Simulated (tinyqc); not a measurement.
What moves the results: two-band k.p model of the Delta valleys near the X point under shear strain. A value that a table varies takes the place of the one given here.

Valley pair on the [001] axis, kz counted from the X point, c = hbar^2/2m0, k0 = kx0 2 pi/a. H = (c kz^2/ml + c (kx^2 + ky^2)/mt + c k0^2/ml) 1 + (2 c k0 kz/ml) sigma_z + (D exy - 2 c kx ky/Mp) sigma_x, so E = c kz^2/ml + c (kx^2 + ky^2)/mt + c k0^2/ml -/+ sqrt((2 c k0 kz/ml)^2 + (D exy - 2 c kx ky/Mp)^2). Without strain the lower band has its minima, E = 0, at kz = +/- k0. Shifts from diagonal strain are left out.

For |eta| < 1: k_min = k0 sqrt(1 - eta^2), E_min = -Delta eta^2/2, ml(eta) = ml/(1 - eta^2), 1/m[110] = 1/mt + eta/Mp, 1/m[1-10] = 1/mt - eta/Mp. For |eta| > 1 the minimum sits at X: E_min = -Delta (2 |eta| - 1)/2, ml(eta) = ml/(1 - 1/|eta|), and eta is replaced by its sign in the transverse masses. Here Delta = 2 c k0^2/ml and eta = D exy/Delta.

s11 = (C11 + C12)/((C11 - C12)(C11 + 2 C12)), s12 = -C12/((C11 - C12)(C11 + 2 C12)), s44 = 1/C44; exx = s11 sxx + s12 (syy + szz) and cyclic, exy = s44 sxy/2; tension is positive. A uniaxial stress X along the unit vector n is s_ij = X n_i n_j.

Constants: hbar^2/2m0 = 3.80998211 eV angstrom^2; kB = 8.617333262e-05 eV/K.

Inputs chosen for the exercise (near those of Si; the results hold for these values, not for the real material): a = 5.437 angstrom (lattice constant); ml = 0.926 m0 (longitudinal mass); mt = 0.194 m0 (transverse mass); kx0 = 0.145 2 pi/a (distance of the minimum from X); D = 12.7 eV (shear deformation potential); Mp = 0.235 m0 (coupling mass); C11 = 163.8 GPa; C12 = 63.7 GPa; C44 = 81 GPa; Xu = 9.42 eV (uniaxial potential); T = 300 K (temperature); exy = 0.0019 (shear strain).

## Sweep of the shear strain

Delta = 2 c k0^2/ml, eta = D exy/Delta.

The minimum:

| exy | eta | k_min/k0 | E_min (meV) | ml(eta) | m[110] | m[1-10] | density-of-states mass |
|---|---|---|---|---|---|---|---|
| 0.0000 | 0.000 | 1.000 | 0.0 | 0.926 | 0.1940 | 0.1940 | 0.327 |
| 0.0018 | 0.099 | 0.995 | -1.1 | 0.935 | 0.1794 | 0.2113 | 0.328 |
| 0.0045 | 0.247 | 0.969 | -7.1 | 0.986 | 0.1611 | 0.2438 | 0.338 |
| 0.0091 | 0.500 | 0.866 | -28.9 | 1.235 | 0.1373 | 0.3304 | 0.383 |
| 0.0136 | 0.748 | 0.664 | -64.6 | 2.099 | 0.1200 | 0.5067 | 0.503 |
| 0.0164 | 0.901 | 0.433 | -93.9 | 4.940 | 0.1112 | 0.7583 | 0.747 |
| 0.0218 | 1.198 | 0.000 | -161.3 | 5.597 | 0.1063 | 1.1120 | 0.871 |
| 0.0291 | 1.599 | 0.000 | -254.0 | 2.471 | 0.1063 | 1.1120 | 0.663 |

The valleys reach X at eta = 1, that is exy = 0.0182. The shift is quadratic up to eta = 1 (-7.1 meV at eta = 0.25, -28.9 meV at 0.50) and linear beyond, while 1/m[110] rises linearly, taking m[110] from 0.194 to its floor 0.1063, a gain of 83 % in 1/m. ml(eta) diverges at eta = 1; the largest value listed is 5.60. A deformation-potential model with fixed masses misses all of this.

## Tension along [110]: repopulation and mass change

The z valleys move against the x and y valleys by Xu (ezz - exx) and, through the shear, by E_min. Share of the z valleys n = w/(w + 2 exp(dE/kT)), dE the total relative shift, w = sqrt(ml(eta) m[110] m[1-10]/(ml mt^2)). Along [110]: 1/m_c = n/m[110] + (1 - n)(1/ml + 1/mt)/2. Fixed masses means E_min = 0, w = 1, m[110] = mt. Gains are against 3/(1/ml + 2/mt) at a fixed scattering time.

Results:

| X (GPa) | Xu (ezz - exx) (meV) | E_min (meV) | m[110] | m_c fixed masses | m_c with shear | gain fixed (%) | gain with shear (%) |
|---|---|---|---|---|---|---|---|
| 0.00 | 0.0 | 0.0 | 0.1940 | 0.2634 | 0.2634 | 0.0 | 0.0 |
| 0.25 | -11.8 | -0.2 | 0.1874 | 0.2491 | 0.2439 | 5.8 | 8.0 |
| 0.50 | -23.5 | -0.8 | 0.1813 | 0.2355 | 0.2238 | 11.8 | 17.7 |
| 1.00 | -47.1 | -3.3 | 0.1702 | 0.2148 | 0.1895 | 22.6 | 39.0 |
| 1.50 | -70.6 | -7.5 | 0.1603 | 0.2033 | 0.1674 | 29.6 | 57.4 |
| 2.00 | -94.1 | -13.3 | 0.1516 | 0.1979 | 0.1538 | 33.1 | 71.3 |
| 3.00 | -141.2 | -29.9 | 0.1366 | 0.1946 | 0.1368 | 35.3 | 92.6 |

At 1 GPa repopulation alone gives 22.6 % and the shear terms raise it to 39.0 %. From 2 to 3 GPa the fixed-mass gain grows by 2.2 points, towards its ceiling of 35.8 % when all electrons sit in the z valleys, whereas the gain with shear grows by 21.3 points because m[110] keeps falling.

## What each parameter does

Delta = 2 c k0^2/ml, eta = D exy/Delta. Each row changes one parameter from the base and keeps the others.

Results:

| case | eta | E_min (meV) | ml(eta) (m0) | m[110] (m0) | m[1-10] (m0) |
|---|---|---|---|---|---|
| base | 0.1044 | -1.26 | 0.9362 | 0.1786 | 0.2123 |
| ml = 0.99082 m0 | 0.1117 | -1.35 | 1.0033 | 0.1776 | 0.2137 |
| mt = 0.18042 m0 | 0.1044 | -1.26 | 0.9362 | 0.1670 | 0.1961 |
| kx0 = 0.13485 2 pi/a | 0.1207 | -1.46 | 0.9397 | 0.1764 | 0.2155 |
| D = 11.811 eV | 0.0971 | -1.09 | 0.9348 | 0.1796 | 0.2109 |
| Mp = 0.21855 m0 | 0.1044 | -1.26 | 0.9362 | 0.1775 | 0.2138 |
| exy = 0.00177 | 0.0973 | -1.09 | 0.9348 | 0.1796 | 0.2109 |

The largest shifts from the base row, up to three for each result and ties (the steps differ in size, so this ranks the rows, not the parameters). eta: kx0 +0.0163, ml +0.0073, D -0.0073; unchanged at the printed digits by mt and Mp. E_min (meV): kx0 -0.20, D +0.17, exy +0.17; unchanged at the printed digits by mt and Mp. ml(eta) (m0): ml +0.0671, kx0 +0.0035, D -0.0014, exy -0.0014; unchanged at the printed digits by mt and Mp. m[110] (m0): mt -0.0116, kx0 -0.0022, Mp -0.0011. m[1-10] (m0): mt -0.0162, kx0 +0.0032, Mp +0.0015.

Computed by tinyqc, a small Python program: `OMP_NUM_THREADS=1 python tinyqc.py 1050409 1050410 out.jsonl` (the numbers bound the seed that draws the inputs); one thread of a shared host (Intel(R) Xeon(R) Processor @ 2.30GHz), about 0.01 s for the whole set of steps.
